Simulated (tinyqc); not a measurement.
Changing the grain-boundary reflection R: size effects in the resistivity of thin metal films and interconnect lines. Computed by tinyqc, a small Python program. Command: `OMP_NUM_THREADS=1 python tinyqc.py 3019322 3019323 out.jsonl size sweep`. One thread of a shared host (Intel(R) Xeon(R) Processor @ 2.30GHz), about 0.01 s of CPU time with the checks.

Electrons lose their drift at surfaces (a share 1 - p of the hits) and at grain boundaries (reflection R), besides bulk scattering. The line sits in a trench with a non-conducting liner on both walls and the bottom; the spacing equals the drawn width.

Inputs (values chosen for the exercise, modelled on aluminium):
```
quantity                          value         unit
bulk resistivity rho_b              2.7  microohm cm
bulk mean free path lambda         17.8           nm
specularity p                         0            -
drawn line width w                   74           nm
grain size over metal width         2.9            -
aspect ratio (height over width)    1.6            -
liner thickness t                   0.9           nm
line length                         1.3   micrometre
permittivity of the dielectric k    2.5            -
```

Geometry: line.

Constants: eps_0 = 8.8541878128e-12 F/m.

Method:
- Metal width w_m = w - 2t, height h_m = (aspect ratio) w - t, grain size D = (ratio) w_m.
- Mayadas-Shatzkes: alpha = (lambda/D) R/(1 - R); rho_b/rho = 1 - 3 alpha/2 + 3 alpha^2 - 3 alpha^3 ln(1 + 1/alpha).
- Fuchs-Sondheimer film: rho_b/rho = 1 - (3/(2 kappa))(1 - p) int_0^1 (s - s^3)(1 - exp(-kappa/s))/(1 - p exp(-kappa/s)) ds, f = rho/rho_b, kappa = thickness/lambda, 80 Gauss-Legendre points.
- Line: the excess of a film of thickness w_m and of a film of thickness h_m are added, rho/rho_b = 1 + (f(w_m) - 1) + (f(h_m) - 1), an estimate that holds best when both sides exceed lambda.
- Total: rho = rho_b [1 + surface excess + grain excess]; resistance per length rho/(w_m h_m); capacitance per length C = 2 k eps_0 (aspect ratio + 1/2), a parallel-plate estimate for two neighbours plus a fixed term for the planes above and below; delay 0.38 R C L^2; effective resistivity per drawn area.

One run for each value:
```
grain-boundary reflection R  resistivity rho (microohm cm)  rho/rho_b from grains    alpha
0.05                                                3.1551                 1.0067  0.00447
0.16                                                3.2021                 1.0241  0.01619
0.26                                                3.2565                 1.0443  0.02987
0.37                                                3.3357                 1.0736  0.04993
0.48                                                3.4471                 1.1149  0.07847
0.59                                                3.6164                 1.1776  0.12234
0.69                                                3.8711                 1.2719  0.18922
0.80                                                4.4367                 1.4814  0.34005
```

Describe the trends.

Over the rows, resistivity rho (microohm cm) rises from 3.16 to 4.44 (exponent d ln y / d ln x 0.013 between the first rows and 0.92 between the last); rho/rho_b from grains rises from 1.01 to 1.48 (exponent d ln y / d ln x 0.015 between the first rows and 1.0 between the last); alpha rises from 0.00447 to 0.340 (exponent d ln y / d ln x 1.1 between the first rows and 4.0 between the last).

Extremes, crossings and ranges named in words are read from the listed rows.
